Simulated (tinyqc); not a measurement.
Worked calculation: RKS/LDA (PW92) in the sto-6g basis, for H3+, spin multiplicity 1. Computed by tinyqc, a small Python program that keeps every step (integrals from PySCF). Settings: charge = 1, multiplicity = 1, basis = sto-6g, energy threshold = 1e-10, iteration cap = 55, orthogonalisation = symmetric, start = core, DIIS depth = 8, damping = 0.7, method = RKS, functional = lda,pw, grid = [40, 26]. Command: `OMP_NUM_THREADS=1 python tinyqc.py 20708 20709 out.jsonl` (the two numbers bound the seeds that draw the settings). One thread of a shared host (Intel(R) Xeon(R) Processor @ 2.60GHz), about 0.4 s of CPU time with the checks. Later iterations appear only in the table of the cycle.

## One-electron integrals

Geometry (angstrom):
```
atom         x         y          z
H     0.000000  0.000000   0.000000
H     0.000000  0.000000   1.116000
H     0.000000  0.694000  -0.874000
```

Basis sto-6g: exponents (1/bohr^2) and contraction coefficients of normalised primitives:
```
element  l (shell)   exponent  coefficient
H            s (1)  35.523221     0.009164
H            s (1)   6.513144     0.049361
H            s (1)   1.822143     0.168538
H            s (1)   0.625955     0.370563
H            s (1)   0.243077     0.416492
H            s (1)   0.100112     0.130334
```

Overlap, kinetic and nuclear-attraction integrals over the contracted functions; the nuclear repulsion is the sum of Za Zb / Rab.

nuclear repulsion = 1.19942291 hartree

overlap S, order 1H 1s, 2H 1s, 3H 1s:
$$\begin{pmatrix}
1.000000 & 0.431260 & 0.431247 \\
0.431260 & 1.000000 & 0.100787 \\
0.431247 & 0.100787 & 1.000000
\end{pmatrix}$$

kinetic energy T (hartree), order 1H 1s, 2H 1s, 3H 1s:
$$\begin{pmatrix}
0.768522 & 0.075112 & 0.075105 \\
0.075112 & 0.768522 & -0.012112 \\
0.075105 & -0.012112 & 0.768522
\end{pmatrix}$$

nuclear attraction V (hartree), order 1H 1s, 2H 1s, 3H 1s:
$$\begin{pmatrix}
-2.169549 & -0.800999 & -0.800968 \\
-0.800999 & -1.955570 & -0.170598 \\
-0.800968 & -0.170598 & -1.955561
\end{pmatrix}$$

core Hamiltonian H = T + V (hartree), order 1H 1s, 2H 1s, 3H 1s:
$$\begin{pmatrix}
-1.401027 & -0.725888 & -0.725863 \\
-0.725888 & -1.187048 & -0.182710 \\
-0.725863 & -0.182710 & -1.187039
\end{pmatrix}$$

## Two-electron integrals

Functions are numbered as in S; the eight-fold symmetry (ij|kl) = (ji|kl) = (kl|ij) leaves the list below.

Two-electron integrals (ij|kl) in chemists' order, unique and non-zero (hartree):
```
(11|11) 0.774999   (21|11) 0.259303   (21|21) 0.115649   (22|11) 0.441926
(22|21) 0.259303   (22|22) 0.774999   (31|11) 0.259293   (31|21) 0.083433
(31|22) 0.142349   (31|31) 0.115641   (32|11) 0.055483   (32|21) 0.022079
(32|22) 0.045540   (32|31) 0.022078   (32|32) 0.005047   (33|11) 0.441918
(33|21) 0.142353   (33|22) 0.250492   (33|31) 0.259293   (33|32) 0.045540
(33|33) 0.774999
```

## Orthogonalisation

S = U s U^T; symmetric (Loewdin) form X = U s^(-1/2) U^T, so that X^T S X = 1.

eigenvalues of S: [0.438430, 0.899213, 1.662357]

X, order 1H 1s, 2H 1s, 3H 1s:
$$\begin{pmatrix}
1.173175 & -0.258862 & -0.258852 \\
-0.258862 & 1.083619 & 0.029062 \\
-0.258852 & 0.029062 & 1.083613
\end{pmatrix}$$

## Starting guess

The start is the orbitals of the core Hamiltonian; D = 2 C_occ C_occ^T.

D at the start, order 1H 1s, 2H 1s, 3H 1s:
$$\begin{pmatrix}
1.028076 & 0.382155 & 0.382130 \\
0.382155 & 0.142054 & 0.142045 \\
0.382130 & 0.142045 & 0.142035
\end{pmatrix}$$

## Iteration 1: exchange-correlation on the grid

Becke grid with 40 radial and 26 angular points per atom, points of zero weight dropped. rho = sum D_ij phi_i phi_j; V_xc,ij = sum w v_xc phi_i phi_j; v_xc is d(rho eps)/d rho.

The 12 grid points with the largest w rho, of 3094 (bohr, atomic units):
```
x                  y          z         w       rho     eps_xc       v_xc
0.000000    1.158819   0.000000  0.114297  0.057646  -0.334602  -0.436752
0.000000    1.003899   0.000000  0.082969  0.078637  -0.367926  -0.480592
-1.158819   0.000000   0.000000  0.130567  0.047250  -0.314910  -0.410867
1.158819    0.000000   0.000000  0.130567  0.047250  -0.314910  -0.410867
0.000000    1.330308   0.000000  0.148179  0.041149  -0.301928  -0.393810
1.330308    0.000000   0.000000  0.189703  0.031786  -0.279139  -0.363888
-1.330308   0.000000   0.000000  0.189703  0.031786  -0.279139  -0.363888
0.000000    0.864351   0.000000  0.057407  0.104435  -0.401372  -0.524629
1.003899    0.000000   0.000000  0.088546  0.067619  -0.351318  -0.458738
-1.003899   0.000000   0.000000  0.088546  0.067619  -0.351318  -0.458738
0.000000    0.000000  -1.003899  0.073490  0.079347  -0.368940  -0.481927
0.000000   -1.158819   0.000000  0.130679  0.044064  -0.308284  -0.402160
```

electrons on the grid, sum of w rho = 1.998239

E_xc = sum of w rho eps_xc = -0.62050838 hartree

V_xc (hartree), order 1H 1s, 2H 1s, 3H 1s:
$$\begin{pmatrix}
-0.458432 & -0.157759 & -0.157723 \\
-0.157759 & -0.311407 & -0.032757 \\
-0.157723 & -0.032757 & -0.311414
\end{pmatrix}$$

## Iteration 1: building the Kohn-Sham matrix

J_ij = sum D_kl (ij|kl); F = H + J + V_xc; E = tr D H + tr D J / 2 + E_xc + E_nn.

Coulomb J (hartree), order 1H 1s, 2H 1s, 3H 1s:
$$\begin{pmatrix}
1.334420 & 0.482066 & 0.482044 \\
0.482066 & 0.919922 & 0.105161 \\
0.482044 & 0.105161 & 0.919893
\end{pmatrix}$$

Kohn-Sham matrix F (hartree), order 1H 1s, 2H 1s, 3H 1s:
$$\begin{pmatrix}
-0.525038 & -0.401580 & -0.401542 \\
-0.401580 & -0.578533 & -0.110306 \\
-0.401542 & -0.110306 & -0.578560
\end{pmatrix}$$

total energy of this density = -1.16015592 hartree

This density is the starting one.

## Iteration 1: diagonalisation and new density

Diagonalise F' = X^T F X, C = X C', fill 1 alpha and 1 beta electrons from the bottom; D = 2 C_occ C_occ^T; the new density keeps 0.7 of the old one (damping). Each column has its largest component positive (the first on a tie).

F' = X^T F X (hartree):
$$\begin{pmatrix}
-0.327155 & -0.220171 & -0.220123 \\
-0.220171 & -0.490616 & 0.030081 \\
-0.220123 & 0.030081 & -0.490667
\end{pmatrix}$$

orbital energies (hartree): MO1 -0.712258, MO2 -0.520722, MO3 -0.075458

coefficients C, order 1H 1s, 2H 1s, 3H 1s:
$$\begin{pmatrix}
0.452882 & -0.000099 & 1.142476 \\
0.449107 & -0.745615 & -0.696021 \\
0.449101 & 0.745749 & -0.695869
\end{pmatrix}$$

D after iteration 1, order 1H 1s, 2H 1s, 3H 1s:
$$\begin{pmatrix}
0.842715 & 0.389544 & 0.389525 \\
0.389544 & 0.220456 & 0.220448 \\
0.389525 & 0.220448 & 0.220440
\end{pmatrix}$$

## Iteration 2: exchange-correlation on the grid

As before.

The 12 grid points with the largest w rho, of 3094 (bohr, atomic units):
```
x                 y          z         w       rho     eps_xc       v_xc
0.000000   1.158819   0.000000  0.114297  0.053190  -0.326487  -0.426084
0.000000   1.003899   0.000000  0.082969  0.071296  -0.357055  -0.466286
0.000000   1.330308   0.000000  0.148179  0.038750  -0.296461  -0.386630
-1.158819  0.000000   0.000000  0.130567  0.041600  -0.302930  -0.395127
1.158819   0.000000   0.000000  0.130567  0.041600  -0.302930  -0.395127
0.000000   0.864351   0.000000  0.057407  0.093311  -0.387735  -0.506670
1.330308   0.000000   0.000000  0.189703  0.028187  -0.269145  -0.350774
-1.330308  0.000000   0.000000  0.189703  0.028187  -0.269145  -0.350774
0.000000   0.000000  -1.003899  0.073490  0.072092  -0.358269  -0.467884
1.003899   0.000000   0.000000  0.088546  0.059140  -0.337227  -0.440204
-1.003899  0.000000   0.000000  0.088546  0.059140  -0.337227  -0.440204
0.000000   0.000000  -1.158819  0.090489  0.055595  -0.330923  -0.431915
```

electrons on the grid, sum of w rho = 1.998242

E_xc = sum of w rho eps_xc = -0.59692931 hartree

V_xc (hartree), order 1H 1s, 2H 1s, 3H 1s:
$$\begin{pmatrix}
-0.443805 & -0.157637 & -0.157601 \\
-0.157637 & -0.328990 & -0.032888 \\
-0.157601 & -0.032888 & -0.329011
\end{pmatrix}$$

## Iteration 2: building the Kohn-Sham matrix

As before.

Coulomb J (hartree), order 1H 1s, 2H 1s, 3H 1s:
$$\begin{pmatrix}
1.276429 & 0.471898 & 0.471876 \\
0.471898 & 0.931485 & 0.103461 \\
0.471876 & 0.103461 & 0.931460
\end{pmatrix}$$

Kohn-Sham matrix F (hartree), order 1H 1s, 2H 1s, 3H 1s:
$$\begin{pmatrix}
-0.568402 & -0.411627 & -0.411588 \\
-0.411627 & -0.584554 & -0.112136 \\
-0.411588 & -0.112136 & -0.584589
\end{pmatrix}$$

total energy of this density = -1.17949070 hartree

This density is a damped mixture and is not idempotent.

## Iteration 2: DIIS over 2 matrices

error matrix X^T (FDS - SDF) X:
$$\begin{pmatrix}
0.000000 & 0.117920 & 0.117908 \\
-0.117920 & 0.000000 & -0.000002 \\
-0.117908 & 0.000002 & 0.000000
\end{pmatrix}$$

B (overlaps of the stored error matrices):
$$\begin{pmatrix}
1.8029729e-01 & 1.0013575e-01 \\
1.0013575e-01 & 5.5614642e-02
\end{pmatrix}$$

Minimise |sum c_i e_i|^2 with sum c_i = 1: solve [B -1; -1 0][c; lambda] = [0; -1] with B_ij = tr e_i^T e_j, and take F = sum c_i F_i.

DIIS coefficients: [-1.249175, 2.249175]

extrapolated F (hartree), order 1H 1s, 2H 1s, 3H 1s:
$$\begin{pmatrix}
-0.622572 & -0.424177 & -0.424138 \\
-0.424177 & -0.592074 & -0.114422 \\
-0.424138 & -0.114422 & -0.592121
\end{pmatrix}$$

## Iteration 2: diagonalisation and new density

As before.

F' = X^T F X (hartree):
$$\begin{pmatrix}
-0.436313 & -0.217991 & -0.217937 \\
-0.217991 & -0.500305 & 0.030872 \\
-0.217937 & 0.030872 & -0.500381
\end{pmatrix}$$

orbital energies (hartree): MO1 -0.761585, MO2 -0.531215, MO3 -0.144199

coefficients C, order 1H 1s, 2H 1s, 3H 1s:
$$\begin{pmatrix}
0.541259 & -0.000150 & 1.103355 \\
0.393021 & -0.745585 & -0.729192 \\
0.393033 & 0.745779 & -0.728975
\end{pmatrix}$$

D after iteration 2, order 1H 1s, 2H 1s, 3H 1s:
$$\begin{pmatrix}
0.765677 & 0.400317 & 0.400307 \\
0.400317 & 0.246999 & 0.246996 \\
0.400307 & 0.246996 & 0.246993
\end{pmatrix}$$

## Iteration 54 (converged): orbitals

converged F (hartree), order 1H 1s, 2H 1s, 3H 1s:
$$\begin{pmatrix}
-0.620145 & -0.423342 & -0.423299 \\
-0.423342 & -0.588389 & -0.114259 \\
-0.423299 & -0.114259 & -0.588431
\end{pmatrix}$$

Diagonalise F' = X^T F X, C = X C', fill 1 alpha and 1 beta electrons from the bottom; D = 2 C_occ C_occ^T. Each column has its largest component positive (the first on a tie).

F' = X^T F X (hartree):
$$\begin{pmatrix}
-0.433473 & -0.218634 & -0.218577 \\
-0.218634 & -0.496283 & 0.030977 \\
-0.218577 & 0.030977 & -0.496355
\end{pmatrix}$$

orbital energies (hartree): MO1 -0.758973, MO2 -0.527296, MO3 -0.139842

coefficients C, order 1H 1s, 2H 1s, 3H 1s:
$$\begin{pmatrix}
0.542493 & -0.000143 & 1.102749 \\
0.392214 & -0.745581 & -0.729631 \\
0.392208 & 0.745784 & -0.729415
\end{pmatrix}$$

D after iteration 54, order 1H 1s, 2H 1s, 3H 1s:
$$\begin{pmatrix}
0.588597 & 0.425546 & 0.425541 \\
0.425546 & 0.307664 & 0.307659 \\
0.425541 & 0.307659 & 0.307655
\end{pmatrix}$$

## Convergence

Stop when the energy changes by less than 1e-10 hartree and every element of the error matrix X^T (F D S - S D F) X is below 3e-06.

Course of the cycle:
```
iteration  E (hartree)     change  largest element of the error matrix
1          -1.16015592          -                             2.12e-01
2          -1.17949070  -1.93e-02                             1.18e-01
3          -1.18995599  -1.05e-02                             8.23e-02
4          -1.19670161  -6.75e-03                             5.74e-02
5          -1.20114527  -4.44e-03                             4.00e-02
6          -1.20412039  -2.98e-03                             2.78e-02
7          -1.20613243  -2.01e-03                             1.96e-02
8          -1.20751193  -1.38e-03                             1.37e-02
9          -1.20846283  -9.51e-04                             9.63e-03
10         -1.20912119  -6.58e-04                             6.75e-03
11         -1.20957842  -4.57e-04                             4.73e-03
12         -1.20989670  -3.18e-04                             3.32e-03
13         -1.21011863  -2.22e-04                             2.33e-03
14         -1.21027355  -1.55e-04                             1.63e-03
...                ...        ...                                  ...
41         -1.21063364  -1.01e-08                             1.08e-07
42         -1.21063365  -7.08e-09                             7.53e-08
43         -1.21063365  -4.96e-09                             5.27e-08
44         -1.21063365  -3.47e-09                             3.69e-08
45         -1.21063366  -2.43e-09                             2.58e-08
46         -1.21063366  -1.70e-09                             1.81e-08
47         -1.21063366  -1.19e-09                             1.26e-08
48         -1.21063366  -8.33e-10                             8.85e-09
49         -1.21063366  -5.83e-10                             6.20e-09
50         -1.21063366  -4.08e-10                             4.34e-09
51         -1.21063366  -2.86e-10                             3.04e-09
52         -1.21063366  -2.00e-10                             2.13e-09
53         -1.21063366  -1.40e-10                             1.49e-09
54         -1.21063366  -9.80e-11                             1.04e-09
```

PySCF RKS in the same basis, fine grid = -1.21033660 hartree

Converged in 54 iterations. The coarse grid moves the energy by -2.97e-04 hartree.

## Populations, bond orders and dipole

Mulliken: Z minus the diagonal of D S on the atom; Loewdin: the same with S^(1/2) D S^(1/2); Mayer order: 2 sum_s sum (D(s) S)_ij (D(s) S)_ji over the two atoms.

Charges (e):
```
atom  Mulliken   Loewdin
1H    0.044369  0.051473
2H    0.477807  0.474255
3H    0.477824  0.474272
```

Mayer bond orders:
```
pair     order
2-1   0.499024
3-1   0.499008
3-2   0.272677
```

dipole moment about the origin, x y z (debye): [0.000000, 1.592790, 0.555320]
